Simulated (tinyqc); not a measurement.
# Hydrogenic impurity: series, fields, screening, photoionisation and donor-acceptor pairs, step by step

A worked calculation. Computed by tinyqc, a small Python program that keeps every step. Command: `OMP_NUM_THREADS=1 python tinyqc.py 3024762 3024763 out.jsonl hydrogenic walk`. One thread of a shared host (Intel(R) Xeon(R) Processor @ 2.30GHz), about 0.02 s of CPU time with the checks. Intermediate numbers are printed to about 6 digits and carried at full precision; extremes and crossings named in words are read from the listed rows.

One isotropic, parabolic band. Effective units: Ry* and a*, in which H = -nabla^2 - 2/r.

Inputs (values chosen for the exercise, modelled on GaN):

| quantity | value | unit |
|---|---|---|
| electron mass m | 0.204 | m_0 |
| dielectric constant eps | 9.14 | - |
| donor density N | 6.9e+17 | cm^-3 |
| magnetic field B | 89 | T |
| depth of a short-range centre E_i | 342 | meV |

Parts treated: magnetic field and photoionisation.

Constants: Ry = 13.605693123 eV; a_0 = 0.529177210903 angstrom; h x 1 THz = 4.135667696 meV; mu_B = 5.7883818060e-05 eV/T.

## Effective units and the series

Ry* = Ry m/eps^2, a* = a_0 eps/m; level n is bound by Ry*/n^2; <r> = (3/2) a* in 1s; lines 1s -> np at Ry* (1 - 1/n^2); 1 THz = 4.135667696 meV.

Ry* = 33.2245 meV

a* = 23.7092 angstrom

<r> of 1s = 35.5638 angstrom

Series:

| n | binding (meV) | line from 1s (meV) | line (THz) |
|---|---|---|---|
| 2 | 8.30612 | 24.9184 | 6.02524 |
| 3 | 3.69161 | 29.5329 | 7.14102 |
| 4 | 2.07653 | 31.1480 | 7.53155 |
| 5 | 1.32898 | 31.8955 | 7.71230 |

## Overlap of donors

Wigner-Seitz radius r_s = (3/(4 pi N))^(1/3); Mott criterion N_c^(1/3) a* = 0.26; overlap of two 1s orbitals at distance d: S = exp(-x)(1 + x + x^2/3), x = d/a*, with d = N^(-1/3).

r_s = 70.2027 angstrom

Mott density = 1.31877e+18 cm^-3

N over the Mott density = 0.523215

overlap S = 0.113009

The sample is on the insulating side, but close enough for an impurity band.

## Donor in a magnetic field

gamma = hbar omega_c/(2 Ry*) = mu_B B/(m Ry*). For m_z = 0, H = -nabla^2 - 2/r + gamma^2 rho^2/4, and the band edge moves to gamma Ry*. Basis: exp(-al rho^2 - be z^2), al_k = 0.02 x 2.4^k + gamma/4 x c with k = 0..11, be_k = 0.02 x 2.4^k and c = 0, 0.5, 1 (36 functions). With A = al_i + al_j, B = be_i + be_j (not the field) and the common factor pi^(3/2) dropped: S = 1/(A sqrt(B)), kinetic S (4 al_i al_j/A + 2 be_i be_j/B), <rho^2> = S/A, <1/r> = (2/sqrt(pi)) atanh(u)/(A u), u = sqrt(1 - B/A), which is (2/sqrt(pi))/A when A = B; overlap eigenvalues below 1e-11 are dropped. Binding = (gamma - E) Ry*; the spin term shifts level and edge alike.

gamma = 0.760079

hbar omega_c = 50.5065 meV

magnetic length a*/sqrt(gamma) = 27.1949 angstrom

ground level = -26.0364 meV

binding energy in the field = 51.2896 meV

The field squeezes the orbit and raises the binding by a factor 1.544.

## Weak-field and exact binding

Perturbation theory: E = -1 + gamma^2/2 - (53/96) gamma^4 Ry*.

Ground level (Ry*):

| gamma | B (T) | basis | second order | fourth order | binding |
|---|---|---|---|---|---|
| 0.076 | 8.899 | -0.997123 | -0.997112 | -0.9971 | 1.07312 |
| 0.190 | 22.248 | -0.982572 | -0.981950 | -0.9827 | 1.17257 |
| 0.300 | 35.128 | -0.958366 | -0.955000 | -0.9595 | 1.25837 |
| 0.380 | 44.495 | -0.935519 | -0.927800 | -0.9393 | 1.31552 |
| 0.500 | 58.547 | -0.894413 | -0.875000 | -0.9095 | 1.39441 |
| 0.700 | 81.965 | -0.811440 | -0.755000 | -0.8876 | 1.51144 |
| 0.760 | 88.991 | -0.783688 | -0.711200 | -0.8954 | 1.54369 |
| 1.000 | 117.093 | -0.662328 | -0.500000 | -1.0521 | 1.66233 |
| 1.500 | 175.640 | -0.370702 | 0.125000 | -2.6699 | 1.87070 |
| 3.000 | 351.279 | 0.670969 | 3.500000 | -41.2188 | 2.32903 |

Second order stays within 1 % of the basis value up to gamma = 0.38 of those listed and fourth order up to 0.38; beyond, the truncated (asymptotic) series fails, while the binding keeps growing slowly, to 2.33 Ry* at gamma = 3.0. Rows above about 100 T are beyond laboratory magnets, and there polaron and band-shape effects enter.

## Photoionisation line shapes

With x = h nu/E above threshold, normalised to their maxima: hydrogenic 1s: x^-4 exp(4 - 4 atan(k)/k)/(1 - exp(-2 pi/k)), k = sqrt(x - 1), which is 1 at threshold; delta-function centre (Lucovsky): 8 (x - 1)^(3/2)/x^3, which is 1 at x = 2. Energies use E = Ry* and E = E_i; band-to-band absorption, which hides both above the gap, is left out.

Relative cross-sections:

| x | h nu, hydrogenic (meV) | hydrogenic | h nu, short-range centre (meV) | Lucovsky |
|---|---|---|---|---|
| 1.05 | 34.886 | 8.77722e-01 | 359.1 | 0.07726 |
| 1.20 | 39.869 | 6.12223e-01 | 410.4 | 0.41409 |
| 1.50 | 49.837 | 3.31741e-01 | 513.0 | 0.83805 |
| 2 | 66.449 | 1.47738e-01 | 684.0 | 1.00000 |
| 2.50 | 83.061 | 7.78364e-02 | 855.0 | 0.94060 |
| 3.50 | 116.286 | 2.90356e-02 | 1197.0 | 0.73756 |
| 5 | 166.122 | 9.97300e-03 | 1710.0 | 0.51200 |
| 8 | 265.796 | 2.36116e-03 | 2736.0 | 0.28938 |

The Coulomb tail makes the hydrogenic cross-section largest at threshold, 33.22 meV; the short-range (neutral) centre starts from zero and peaks at twice its depth, 684.0 meV.

Checks made by the program: weak-field limit -1 + gamma^2/2 (relative difference 8e-06).
